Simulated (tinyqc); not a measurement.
Worked calculation: lattice vibrations of a chain. One step of it, computed by the program tinyqc.

Problem. Dynamical matrix at q = 0.45. q is in units of 2 pi/a. A spring k from atom i to atom j, n cells on, adds k to Phi_ii and Phi_jj, -k exp(2 pi i q n) to Phi_ij and the conjugate to Phi_ji (for one atom a cell: 2k (1 - cos 2 pi q n)); D_ij = Phi_ij / sqrt(m_i m_j).

A chain moving along its axis:
```
atom    mass (u)  spring to the next atom (eV/angstrom^2)
1      36.400000                                16.700000
2      59.000000                                 3.300000
3     110.000000                                 4.100000
4      92.100000                                29.300000
```

Give: D(q).

Solution.

D(q) (eV/(angstrom^2 u)), lower triangle (Hermitian):
```
                1        2        3       4
1          1.2637
2         -0.3604   0.3390
3          0.0000  -0.0410   0.0673
4  0.4813-0.1564i   0.0000  -0.0407  0.3626
```
